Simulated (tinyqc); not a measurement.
Single-domain magnet: Stoner-Wohlfarth switching, Neel-Arrhenius retention, LLG dynamics and spin torque: one step, computed by the program tinyqc.

The moment is uniform, with unit vector m; z is the easy axis. mu_0 = 1.25663706212e-6 T m/A, gamma = 1.76085963023e11 rad/(s T).

Question. Retention at zero field. Delta = K_eff V/(k_B T); tau = exp(Delta)/f0; probability of a flip within t_w: P = 1 - exp(-t_w/tau). Wall width parameter sqrt(A/K_eff); a two-domain state costs 4 sqrt(A K_eff) times the cross-section that the wall cuts (d t).

Inputs (values chosen for the exercise, for a model magnet): diameter d = 16 nm; thickness t = 1.2 nm; exchange stiffness A = 9.8 pJ/m; temperature T = 358 K; attempt frequency f0 = 2 GHz; waiting time t_w = 0.001 s.

Shape: thin disc, easy axis normal to it.

K_eff = 609.2427 kJ/m^3

volume V = 241.2743 nm^3

Constants: k_B = 1.380649e-23 J/K.

Give: stability factor Delta; log10 of tau in s; probability of a flip; wall parameter; barrier of the wall path / k_B T.

Answer.

stability factor Delta = 29.74

log10 of tau in s = 3.615

probability of a flip = 2.428e-07

wall parameter = 4.011 nm

barrier of the wall path / k_B T = 37.97

Ten years (3.15e8 s) need Delta > 41.0 for tau alone; this element has 29.7. Coherent rotation is the cheaper path. Caution: a flat cylinder has a smaller N_z than the spheroid of the same t/d, so K_eff of a real disc is larger.
